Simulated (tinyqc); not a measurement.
# Thermal RC ladder, step response: what changes with what

A ladder of 3 nodes: R_i joins node i to node i + 1, the last R to the ambient; C_i is the heat capacity of node i; theta is the rise above ambient, zero at t = 0. d theta/dt = -A theta + b with b = (Pw/C_1, 0, ...), times in ms.

Parameters, values chosen for the exercise:
```
symbol,value,unit,meaning
R,"[0.21, 0.81, 0.41]",K/W,"resistances, junction to ambient"
C,"[0.67, 4.4, 22]",mJ/K,heat capacities of the nodes
Pw,30,W,power at node 1 from t = 0
```

Each table varies one quantity; the others keep the values above.

## Pulse trains: peak against mean temperature

A = C^(-1) K, K_ii = 1/R_(i-1) + 1/R_i (no first term for node 1), K_(i,i+1) = K_(i+1,i) = -1/R_i. The time constants tau_k are the inverse eigenvalues of A; the rise of node 1 per watt is Z(t) = sum_k r_k (1 - exp(-t/tau_k)), with r_k = v_k1^2 tau_k/C_1 and v_k the unit eigenvectors of C^(-1/2) K C^(-1/2). For pulses of length tp = 2 ms and period tp/D, the steady peak rise per watt is sum_k r_k (1 - exp(-tp/tau_k))/(1 - exp(-tp/(D tau_k))), and the mean is D sum R.

Results:
```
D	peak (K/W)	mean (K/W)	peak/mean	peak rise (K)
0.01	0.4897	0.01430	34.25	14.69
0.02	0.4898	0.02860	17.12	14.69
0.1	0.5207	0.1430	3.641	15.62
0.2	0.5984	0.2860	2.092	17.95
0.3	0.6916	0.4290	1.612	20.75
0.5	0.8953	0.7150	1.252	26.86
0.8	1.214	1.144	1.061	36.43
```

Estimate the missing row, D = 0.05.

Computed row:
```
D	peak (K/W)	mean (K/W)	peak/mean	peak rise (K)
0.05	0.4947	0.07150	6.919	14.84
```

With this row back in the table: The peak rises from 0.490 to 1.21 K/W, while its ratio to the mean falls from 34.2 to 1.06. In the first row the peak is within 0.01 % of that of a single pulse, 0.490 K/W.

## Single pulses of growing length

Same model as above.

Result of one run:
```
t (ms)	Z(t) (K/W)	Z/sum R	t/C_1 (K/W)	rise (K)
3.9	0.69655	0.48710	5.8209	20.897
```

What becomes of these results when the pulse length t is changed from 3.9 to 0.057 ms, all else the same?

Result of the changed run:
```
t (ms)	Z(t) (K/W)	Z/sum R	t/C_1 (K/W)	rise (K)
0.057	0.070236	0.049116	0.085075	2.1071
```

The whole series:
```
t (ms)	Z(t) (K/W)	Z/sum R	t/C_1 (K/W)	rise (K)
0.024	0.032956	0.023046	0.035821	0.98869
0.057	0.070236	0.049116	0.085075	2.1071
0.13	0.12924	0.090376	0.19403	3.8771
0.31	0.20632	0.14428	0.46269	6.1897
0.71	0.29215	0.20430	1.0597	8.7645
1.7	0.44886	0.31389	2.5373	13.466
3.9	0.69655	0.48710	5.8209	20.897
9	1.0038	0.70199	13.433	30.115
21	1.2791	0.89445	31.343	38.372
49	1.4149	0.98947	73.134	42.448
```

Z rises from 0.0330 to 1.41 K/W, against 1.43 K/W in the steady state. In the first row it is 8.0 % below t/C_1, the limit in which only the first heat capacity is charged. It passes half of the steady value at t = 9 ms among the rows.

Program tinyqc, `OMP_NUM_THREADS=1 python tinyqc.py 2520116 2520117 out.jsonl`; Intel Xeon 2.30GHz, shared host, one thread, about 0.01 s.
